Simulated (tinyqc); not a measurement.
## Contact resistivity and sheet resistance from two contact lengths

Inverse problem. Rc = [sqrt(rc Rsh)/Wc] coth(Lc/(2 LT)), LT = sqrt(rc/Rsh), Wc = 40 nm; the second contact is twice as long as the first. Find LT, rc and Rsh.

Rc for Lc = 42 and 84 nm (ohm): 242.411329  159.492860

Solution. With t = tanh(Lc/(2 LT)) for the shorter contact, the resistance of the longer over that of the shorter is (1 + t^2)/2. Then sqrt(rc Rsh) = Rc t Wc, and rc and Rsh follow by multiplying and dividing by LT.

LT = 33.03 nm
rc = 1.800e-9 ohm cm^2
Rsh = 165.0 ohm

Computed by the program tinyqc: `OMP_NUM_THREADS=1 python tinyqc.py 2170008 2170009 out.jsonl`, one thread of a shared Intel Xeon 2.30GHz, about 0.07 s for the whole run.
